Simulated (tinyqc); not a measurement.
Inside a calculation. Method: RHF in the sto-3g basis, for H2, spin multiplicity 1. One step of it, computed by the program tinyqc.

Task: Iteration 12 (converged): orbitals. Diagonalise F' = X^T F X, C = X C', fill 1 alpha and 1 beta electrons from the bottom; D = 2 C_occ C_occ^T. Each column has its largest component positive (the first on a tie).

converged F (hartree):
```
,1H 1s,2H 1s
1H 1s,-0.276021,-0.509614
2H 1s,-0.509614,-0.276022
```

X:
```
,1H 1s,2H 1s
1H 1s,1.141680,-0.336461
2H 1s,-0.336461,1.141680
```

Give: F' = X^T F X; orbital energies; coefficients C; D after iteration 12.

Result:

F' = X^T F X (hartree):
```
,1,2
1,0.0005,-0.5099
2,-0.5099,0.0005
```

orbital energies (hartree): MO1 -0.5094, MO2 0.5104

coefficients C:
```
,MO1,MO2
1H 1s,0.5694,1.0452
2H 1s,0.5694,-1.0452
```

D after iteration 12:
```
,1H 1s,2H 1s
1H 1s,0.6484,0.6484
2H 1s,0.6484,0.6484
```
